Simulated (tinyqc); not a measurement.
What moves the results: cylindrical quantum wire. A value that a table varies takes the place of the one given here.

A cylinder of radius R, isotropic masses, c = hbar^2/2m0, k = sqrt(mw E/c), kappa = sqrt(mb (V0 - E)/c). State (n, m) is J_m(k r) inside and K_m(kappa r) outside; psi and psi'/m are continuous: (k/mw) J_m'(kR)/J_m(kR) = (kappa/mb) K_m'(kappa R)/K_m(kappa R).

With hard walls E = c (x/R)^2/mw, x a zero of J_m: (1,0) 2.404826; (2,0) 5.520078; (1,1) 3.831706; (2,1) 7.015587; (1,2) 5.135622; (2,2) 8.417244; (1,3) 6.380162; (2,3) 9.761023.

Constants: hbar^2/2m0 = 3.80998211 eV angstrom^2.

Parameters, chosen for this exercise (near those of a non-polar GaN wire in AlN; shifted at random, so the results belong to these values and not to a real crystal):
```
symbol  value                         unit      meaning
V0      1.933                         eV        barrier height
mw      0.203                         m0        mass inside
mb      0.331                         m0        mass outside
Rs      (11, 14, 16, 21, 27, 35, 48)  angstrom  radii
R       16                            angstrom  radius
```

## Radius

The two lowest states against R; a dash marks an unbound state.

Levels (eV):
```
R (angstrom)   (1,0)   (1,1)  (1,0), hard walls  flat well of width 2R
11            0.4700  1.1803             0.8970                 0.2068
14            0.3293  0.8335             0.5538                 0.1434
16            0.2677  0.6787             0.4240                 0.1161
21            0.1722  0.4372             0.2461                 0.0743
27            0.1124  0.2853             0.1489                 0.0483
35            0.0711  0.1807             0.0886                 0.0305
48            0.0401  0.1018             0.0471                 0.0171
```

What does this show?

The lowest state is bound at every radius listed. (1,1) is bound at every radius listed. At the largest radius the level is 0.85 of the hard-wall value and 2.34 times that of the flat well (the hard-wall ratio is 2.34); the exponent d ln E/d ln R between the last two radii is -1.82. Levels above about 0.3 eV lie beyond the range of a parabolic mass.

## Shape and dimension

Lowest level with hard walls: film c (pi/2R)^2/mw, cylinder c (2.404826/R)^2/mw, sphere c (pi/R)^2/mw, square or cube of side a: 2 or 3 times c (pi/a)^2/mw; c = hbar^2/2m0. Finite barriers V0 with outer mass mb and psi, psi'/m continuous for film, cylinder and sphere (not separable for the square and the cube: dash).

Lowest level (eV):
```
shape                      hard walls  finite barrier
film, width 2R                 0.1809          0.1161
cylinder, radius R             0.4240          0.2677
square wire of equal area      0.4606               -
sphere, radius R               0.7236          0.4487
cube of equal volume           0.8354               -
```

What does this show?

With hard walls the levels of film, cylinder and sphere stand as 1 : 2.34 : 4.00; with the finite barrier as 1 : 2.31 : 3.86. The square lies 8.6 % above the circle of equal area and the cube 15.5 % above the sphere of equal volume: round shapes give the lowest level for a given size.

## What each parameter does

The lowest level (1,0) and its distance to V0. Each row changes one parameter from the base and keeps the others.

Results:
```
case             E (eV)  V0 - E (eV)     k R
base             0.2677       1.6653  1.9108
R = 18 angstrom  0.2218       1.7112  1.9568
V0 = 1.643 eV    0.2583       1.3847  1.8770
mw = 0.1827 m0   0.2840       1.6490  1.8671
mb = 0.4138 m0   0.2549       1.6781  1.8647
```

What does this show?

The largest shifts from the base row, up to three for each result and ties (the steps differ in size, so this ranks the rows, not the parameters). E (eV): R -0.0459, mw +0.0163, mb -0.0127. V0 - E (eV): V0 -0.2806, R +0.0459, mw -0.0163. k R: mb -0.0461, R +0.0460, mw -0.0437.

(tinyqc, `OMP_NUM_THREADS=1 python tinyqc.py 1252760 1252761 out.jsonl`, Intel(R) Xeon(R) Processor @ 2.30GHz, 1 thread, shared host, about 0.01 s.)
